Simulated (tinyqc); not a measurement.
A short-path metal as competitor: size effects in the resistivity of thin metal films and interconnect lines. Computed by tinyqc, a small Python program. Command: `OMP_NUM_THREADS=1 python tinyqc.py 3021956 3021957 out.jsonl size walk`. One thread of a shared host (Intel(R) Xeon(R) Processor @ 2.30GHz), about 0.01 s of CPU time with the checks.

Electrons lose their drift at surfaces (a share 1 - p of the hits) and at grain boundaries (reflection R), besides bulk scattering. The line sits in a trench with a non-conducting liner on both walls and the bottom; the spacing equals the drawn width.

Inputs (values chosen for the exercise, modelled on copper):

| quantity | value | unit |
|---|---|---|
| bulk resistivity rho_b | 1.64 | microohm cm |
| bulk mean free path lambda | 39.5 | nm |
| specularity p | 0.69 | - |
| grain-boundary reflection R | 0.39 | - |
| grain size over metal width | 0.61 | - |
| aspect ratio (height over width) | 1.8 | - |
| liner thickness t | 2.2 | nm |
| competitor: rho_b relative to this metal | 4.1 | - |
| competitor: lambda relative to this metal | 0.47 | - |
| competitor: liner relative to t | 0 | - |

Geometry: line.

Method:
- Fuchs-Sondheimer film: rho_b/rho = 1 - (3/(2 kappa))(1 - p) int_0^1 (s - s^3)(1 - exp(-kappa/s))/(1 - p exp(-kappa/s)) ds, f = rho/rho_b, kappa = thickness/lambda, 80 Gauss-Legendre points.
- Line: the excess of a film of thickness w_m and of a film of thickness h_m are added, rho/rho_b = 1 + (f(w_m) - 1) + (f(h_m) - 1), an estimate that holds best when both sides exceed lambda.
- Mayadas-Shatzkes: alpha = (lambda/D) R/(1 - R); rho_b/rho = 1 - 3 alpha/2 + 3 alpha^2 - 3 alpha^3 ln(1 + 1/alpha).
- w_m = w - 2t, h_m = (aspect ratio) w - t, D = (ratio) w_m; rho = rho_b [1 + surface excess + grain excess].
- Effective resistivity rho (aspect ratio) w^2/(w_m h_m) for the metal with its liner, for the same metal without liner, and for a competitor with its own rho_b, lambda and liner, and for that competitor with the liner t; p, R, aspect and grain ratios are the same.

Effective resistivity (microohm cm):

| w (nm) | this metal | without liner | competitor | competitor, liner t |
|---|---|---|---|---|
| 200 | 2.26 | 2.186 | 7.792 | 8.04 |
| 100 | 2.93 | 2.718 | 8.833 | 9.45 |
| 50 | 4.45 | 3.766 | 10.882 | 12.66 |
| 30 | 6.99 | 5.150 | 13.583 | 17.96 |
| 20 | 11.29 | 6.867 | 16.934 | 26.85 |
| 14 | 19.63 | 9.062 | 21.215 | 43.93 |
| 10 | 39.97 | 11.970 | 26.891 | 85.13 |
| 7 | 129.44 | 16.305 | 35.358 | 263.80 |

What does the comparison show, and why?

The competitor wins below a width between 14.0 and 10.0 nm. In narrow lines rho scales as rho_b lambda/w, and the product rho_b lambda of the competitor is 1.93 times this metal's. At the narrowest width the liner costs this metal a factor 7.94. With the same liner the competitor wins nowhere in the table; at the narrowest width the thinner liner lowers it from 264 to 35.4. Rows with w - 2t below lambda stretch the additive estimate. Metal widths below about 5 nm are outside this semiclassical model.

Extremes, crossings and ranges named in words are read from the listed rows.
